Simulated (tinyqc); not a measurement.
Piezoresistors in the (001) plane of a cubic crystal: one step of the calculation.

Plane stress in crystal axes x = [100], y = [010]. First-order piezoresistance: d rho_xx/rho = p11 sxx + p12 syy, d rho_yy/rho = p12 sxx + p11 syy, d rho_xy/rho = p44 sxy; a resistor along d = (cos th, sin th) changes by dR/R = d.(d rho/rho).d. Changes of geometry and second-order terms are left out.

Question. Resistors at th and th + 90 degrees, and the bridge. dR/R = d.(d rho/rho).d. A full bridge with two resistors of each kind in opposite arms gives Vout = Vb (a - b)/(2 + a + b), a and b the two dR/R.

Values chosen for this exercise:
- th = 15 deg (angle of the current from [100])
- Vb = 1.2 V (bridge supply)

d rho/rho (%):
```
            x          y
x  -1.4404000  8.7420000
y   8.7420000  1.0811200
```

Find: dR/R at th; dR/R at th + 90; Vout.

Answer.

dR/R at th = 3.0995 %
dR/R at th + 90 = -3.4588 %
Vout = 39.421 mV

Numbers from tinyqc (`OMP_NUM_THREADS=1 python tinyqc.py 2530066 2530067 out.jsonl`; about 0.01 s on one thread of a shared Intel Xeon 2.30GHz).
